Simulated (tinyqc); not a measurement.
# Surface Green function of a dimerised chain, Sancho-Rubio decimation, step by step

Program tinyqc, `OMP_NUM_THREADS=1 python tinyqc.py 2680006 2680007 out.jsonl`; Intel Xeon 2.30GHz, shared host, one thread, about 0.04 s. Printed values are rounded.

A semi-infinite lead of cells 0, 1, 2, ... with H0 inside a cell and H1 = <cell i|H|cell i + 1>. Cell A, B with A at the surface; -t1 joins A and B, -t2 joins B to the next A. z = E + i eta.

Parameters, values chosen for the exercise: hopping inside the cell t1 = 3.33 eV; hopping between cells t2 = 2.7 eV; site energy, +dl on A and -dl on B dl = 0 eV; energy E = -3.5 eV; broadening eta = 0.002 eV.

## The blocks

Read off from the list of hoppings.

H0 (eV):
```
       A      B
A      0  -3.33
B  -3.33      0
```

H1 (eV):
```
      A  B
A     0  0
B  -2.7  0
```

## Round 1: decimation

Start with e_s = e = H0, a = H1, b = H1^dagger. Each round: g = (z - e)^(-1); e_s <- e_s + a g b; e <- e + a g b + b g a; a <- a g a; b <- b g b (all with the old a, b). Round k joins cells 2^k apart.

g (1/eV):
```
                   A                  B
A  -3.01398-0.03462i  -2.86756-0.03458i
B  -2.86756-0.03458i  -3.01398-0.03462i
```

e_s after round 1 (eV):
```
                 A                 B
A   0.0000+0.0000i   -3.3300+0.0000i
B  -3.3300+0.0000i  -21.9719-0.2524i
```

e after round 1 (eV):
```
                  A                 B
A  -21.9719-0.2524i   -3.3300+0.0000i
B   -3.3300+0.0000i  -21.9719-0.2524i
```

a after round 1 (eV):
```
                  A               B
A    0.0000+0.0000i  0.0000+0.0000i
B  -20.9045-0.2521i  0.0000+0.0000i
```

b after round 1 (eV):
```
                A                 B
A  0.0000+0.0000i  -20.9045-0.2521i
B  0.0000+0.0000i    0.0000+0.0000i
```

## Round 2: decimation

As before.

g (1/eV):
```
                       A                      B
A   0.0559423-0.0008221i  -0.0100810+0.0002870i
B  -0.0100810+0.0002870i   0.0559423-0.0008221i
```

e_s after round 2 (eV):
```
                   A                  B
A   0.00000+0.00000i  -3.33000+0.00000i
B  -3.33000+0.00000i   2.48001-0.02204i
```

e after round 2 (eV):
```
                   A                  B
A   2.48001-0.02204i  -3.33000+0.00000i
B  -3.33000+0.00000i   2.48001-0.02204i
```

a after round 2 (eV):
```
                   A                 B
A   0.00000+0.00000i  0.00000+0.00000i
B  -4.40778+0.01918i  0.00000+0.00000i
```

b after round 2 (eV):
```
                  A                  B
A  0.00000+0.00000i  -4.40778+0.01918i
B  0.00000+0.00000i   0.00000+0.00000i
```

## Round 3: decimation

As before.

g (1/eV):
```
                     A                    B
A  -0.242369-0.001850i  -0.134958-0.001573i
B  -0.134958-0.001573i  -0.242369-0.001850i
```

e_s after round 3 (eV):
```
                   A                  B
A   0.00000+0.00000i  -3.33000+0.00000i
B  -3.33000+0.00000i  -2.22907-0.01702i
```

e after round 3 (eV):
```
                   A                  B
A  -2.22907-0.01702i  -3.33000+0.00000i
B  -3.33000+0.00000i  -2.22907-0.01702i
```

a after round 3 (eV):
```
                   A                 B
A   0.00000+0.00000i  0.00000+0.00000i
B  -2.62224-0.00774i  0.00000+0.00000i
```

b after round 3 (eV):
```
                  A                  B
A  0.00000+0.00000i  -2.62224-0.00774i
B  0.00000+0.00000i   0.00000+0.00000i
```

## Course of the decimation

Stop when the largest entry of a and b is below 1e-12 eV, or after 60 rounds. The last column is -Im Tr (z - e_s)^(-1)/pi. At the end g_s = (z - e_s)^(-1), and the bulk Green function is (z - e)^(-1).

Course of the iteration:
```
round  largest |a|, |b| (eV)  surface density of states (1/eV)
1                       20.9                        3.68465e-4
2                       4.41                        0.00215195
3                       2.62                        0.00338680
4                       2.42                         0.0213127
5                       3.10                         0.0566560
6                       4.65                         0.0122197
7                       8.30                         0.0235481
8                       7.19                         0.0675500
9                       2.27                          0.519334
10                      2.39                          0.194189
11                     0.858                          0.234825
12                     0.163                          0.222026
13                   5.47e-3                          0.221812
14                   6.19e-6                          0.221812
15                  7.92e-12                          0.221812
16                   < 1e-11                          0.221812
```

Converged in 16 rounds, which stand for 2^16 cells. E lies inside a band (1 open mode(s)), where only eta damps the waves, over about v/eta cells with v the group velocity in eV a cell.

## Self-energy, Dyson check and densities of states

converged surface Green function g_s (1/eV):
```
                     A                   B
A  -0.165521-0.331102i  0.126131-0.347905i
B   0.126131-0.347905i  0.132361-0.365742i
```

converged bulk Green function (1/eV):
```
                     A                    B
A  -0.000056-0.207036i   0.150069-0.142544i
B   0.150069-0.142544i  -0.000056-0.207036i
```

Sigma = H1 g_s H1^dagger is what the lead adds to one more cell, and (z - H0 - Sigma)^(-1) must give g_s back. Densities of states: -Im of the diagonals over pi.

Sigma (eV):
```
                  A                  B
A  0.00000+0.00000i   0.00000+0.00000i
B  0.00000+0.00000i  -1.20665-2.41373i
```

(z - H0 - Sigma)^(-1) (1/eV):
```
                     A                   B
A  -0.165521-0.331102i  0.126131-0.347905i
B   0.126131-0.347905i  0.132361-0.365742i
```

```
orbital  surface density of states (1/eV)  bulk density of states (1/eV)
A                                0.105393                      0.0659015
B                                0.116419                      0.0659015
```

The surface cell holds 0.222 states per eV against 0.132 for a bulk cell.
